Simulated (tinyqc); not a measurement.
# CMOS inverter, nodal equation and switching: effects of single changes

An n-channel pull-down (bn, VTn) and a p-channel pull-up (bp, VTp) share the input Vin and the output node Vout, which carries the load C. Transistor (EKV form, voltages against the body): I = 2 n b Vt^2 [F(vp - Vs) - F(vp - Vd)] from drain to source, F(v) = ln^2(1 + exp(v/(2 Vt))), vp = (Vg - VT + sg |Vd - Vs|)/n. n-channel bodies are at 0; for the p-channel device all voltages are counted down from Vdd. b in uA/V^2 gives I in uA. Static: In = Ip. Transient: C dVout/dt = Ip - In. No velocity saturation, no gate capacitance beyond C.

Parameters, values chosen for the exercise: temperature T = 293 K; supply voltage Vdd = 0.6 V; slope factor n = 1.3; drain-induced barrier lowering sg = 0.046; n-channel threshold VTn = 0.35 V; p-channel threshold (magnitude) VTp = 0.33 V; gain factor of the pull-down transistor bn = 660 uA/V^2; gain factor of the pull-up transistor bp = 860 uA/V^2; load capacitance C = 0.85 fF.

Constants: q = 1.602176634e-19 C, kB = 1.380649e-23 J/K, Vt = kB T/q. Results are converted to the units shown.

Each table varies one quantity; the others keep the values above.

## Effect of the n-channel threshold

VM solves In = Ip with Vin = Vout; VIL and VIH are the inputs of gain -1, NML = VIL - Vout(VIH), NMH = Vout(VIL) - VIH. For a step input the delay to Vdd/2 is tHL = C times the integral of dV/(In - Ip) from Vdd/2 to Vdd at Vin = Vdd, and tLH likewise with Ip - In from 0 to Vdd/2 at Vin = 0.

Effect of the n-channel threshold:
```
VTn (V)	VM (V)	gain at VM	NML (V)	NMH (V)	tHL (ps)	tLH (ps)
0.15	0.2217	-21.30	0.1528	0.3160	4.559	9.084
0.2	0.2448	-21.62	0.1822	0.2973	5.688	9.081
0.25	0.2680	-21.71	0.2109	0.2776	7.310	9.081
0.3	0.2914	-21.73	0.2390	0.2569	9.745	9.080
0.35	0.3149	-21.73	0.2664	0.2353	13.61	9.080
0.4	0.3384	-21.72	0.2933	0.2129	20.23	9.080
0.45	0.3621	-21.70	0.3197	0.1898	32.69	9.080
0.5	0.3858	-21.66	0.3457	0.1662	59.20	9.080
```

Read the table: what changes, and by how much?

As VTn goes from 0.15 to 0.5 V, VM rises from 0.222 to 0.386 V, the size of the gain goes from 21.30 through a maximum of 21.73 (at VTn = 0.35 V among the rows listed) to 21.66, tHL rises from 4.56 to 59.2 ps and tLH stays near 9.08 ps. The smaller margin is largest, 0.239 V, at VTn = 0.3 V among the rows.

## Energy per operation against supply voltage

A chain of 100 such gates sets the cycle time tc = 100 (tHL + tLH)/2; per gate and cycle the switching energy is 0.05 C Vdd^2 and the leakage energy Vdd Ileak tc, Ileak the mean supply current at Vin = 0 and Vdd.

Energy per operation against supply voltage:
```
Vdd (V)	tc (ns)	switching (aJ)	leakage (aJ)	total (aJ)
0.15	1704	0.9563	13.56	14.52
0.2	489.7	1.700	5.591	7.291
0.25	143.2	2.656	2.193	4.849
0.3	45.28	3.825	0.8922	4.717
0.35	16.52	5.206	0.4072	5.613
0.4	7.232	6.800	0.2185	7.018
0.5	2.295	10.62	0.09964	10.72
0.6	1.135	15.30	0.06796	15.37
0.8	0.5014	27.20	0.05293	27.25
1	0.3084	42.50	0.05377	42.55
```

What does the table show?

The total energy goes from 14.5 through a minimum of 4.72 (at Vdd = 0.3 V among the rows listed) to 42.6 aJ, while the cycle time falls from 1700 to 0.308 ns. Leakage makes up 93 % of the total in the first row and 0.13 % in the last. Below threshold the cycle lengthens exponentially and leakage flows for all of it, hence the minimum. At Vdd = 1 V the overdrive passes 0.5 V, where velocity saturation, left out here, would lengthen the delays of short devices. For Vdd = 0.15 to 0.3 V the supply is below a threshold, where mismatch, left out here, dominates margins and delay.

tinyqc, about 0.05 s, one thread, Intel Xeon 2.30GHz (shared host): `OMP_NUM_THREADS=1 python tinyqc.py 2340125 2340126 out.jsonl`
